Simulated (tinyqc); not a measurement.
Threshold-voltage variability of a planar MOSFET, analytic estimates: two steps of the calculation.

Three independent sources add in quadrature: random dopants in the depleted layer, metal-gate grains of two orientations, and roughness of the two gate edges acting through the roll-off VT = VT(long) - Vr exp(-L/l). These are first-order estimates: no three-dimensional electrostatics, no percolation.

Inputs (values chosen for the exercise); material values close to those of germanium:
- L = 65 nm (gate length)
- W = 200 nm (gate width)
- G = 15 nm (metal grain size)
- dW = 0.15 eV (work-function difference of the two grain orientations)
- p = 0.6 (share of the orientation of higher work function)
- De = 0.7 nm (rms roughness of one gate edge)
- La = 20 nm (correlation length of the roughness)
- l = 12 nm (decay length of the threshold roll-off)
- Vr = 2 V (prefactor of the roll-off)
- Nb = 8388608 (number of cells)
- Y = 0.999 (wanted yield)

Question 1. Metal grains and edge roughness. Grains: Ng = L W/G^2 (at least 1), s2 = dW sqrt(p (1 - p)/Ng). Edges, with exponential correlation and u = W/La: the mean gate length has sL^2 = 2 De^2 (2/u)[1 - (1 - exp(-u))/u]; s3 = sL (Vr/l) exp(-L/l).

Wanted: Ng; s2; sL; dVT/dL; s3.

Answer 1.

Ng = 57.78
s2 = 9.668 mV
sL = 0.4200 nm
dVT/dL = 0.7403 mV/nm
s3 = 0.3109 mV

Question 2. Margin in standard deviations for the wanted yield. Cells fail independently with probability Q(k) = erfc(k/sqrt(2))/2 when the margin is k standard deviations, and Y = exp(-Nb Q(k)). phi = exp(-k^2/2)/sqrt(2 pi). Newton steps on ln Q(k) = ln(-ln(Y)/Nb): k(new) = k + [ln Q - ln(-ln(Y)/Nb)] Q/phi.

k at the start = 4

Find: Q(k); phi; k after iteration 1.

Answer 2.

Q(k) = 3.167e-5
phi = 1.338e-4
k after iteration 1 = 6.956

Numbers from tinyqc (`OMP_NUM_THREADS=1 python tinyqc.py 2090087 2090088 out.jsonl`; about 0.01 s on one thread of a shared Intel Xeon 2.30GHz).
